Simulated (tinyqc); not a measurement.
Size effects in the resistivity of thin metal films and interconnect lines: one step, computed by the program tinyqc. Command: `OMP_NUM_THREADS=1 python tinyqc.py 3002680 3002681 out.jsonl size walk`. One thread of a shared host (Intel(R) Xeon(R) Processor @ 2.30GHz), about 0.01 s of CPU time with the checks.

Electrons lose their drift at surfaces (a share 1 - p of the hits) and at grain boundaries (reflection R), besides bulk scattering. The line sits in a trench with a non-conducting liner on both walls and the bottom; the spacing equals the drawn width.

Question. Resistance and delay. Total: rho = rho_b [1 + surface excess + grain excess]; resistance per length rho/(w_m h_m); capacitance per length C = 2 k eps_0 (aspect ratio + 1/2), a parallel-plate estimate for two neighbours plus a fixed term for the planes above and below; delay 0.38 R C L^2; effective resistivity per drawn area.

Inputs (values chosen for the exercise, modelled on gold):

| quantity | value | unit |
|---|---|---|
| bulk resistivity rho_b | 2.21 | microohm cm |
| aspect ratio (height over width) | 1.8 | - |
| line length | 36 | micrometre |
| permittivity of the dielectric k | 3.1 | - |

Geometry: line.

rho/rho_b from surfaces = 7.966887

rho/rho_b from grains = 8.687162

metal width w_m = 2.8 nm

metal height h_m = 7.38 nm

share of the trench filled by metal = 54.25331 %

Constants: eps_0 = 8.8541878128e-12 F/m.

Give: resistivity rho; resistance per length; capacitance per length; RC delay; effective resistivity per drawn area.

Answer.

resistivity rho = 34.60 microohm cm

resistance per length = 16742 ohm/micrometre

capacitance per length = 0.1263 fF/micrometre

RC delay = 1041 ps

effective resistivity per drawn area = 63.77 microohm cm

Of the factor 28.85 over bulk, scattering gives 15.65 and the liner 1.84; within scattering, grain boundaries outweigh surfaces (7.69 against 6.97, grains first). Caution: for lines much narrower than lambda adding the two film terms and the grain term underestimates the resistivity.
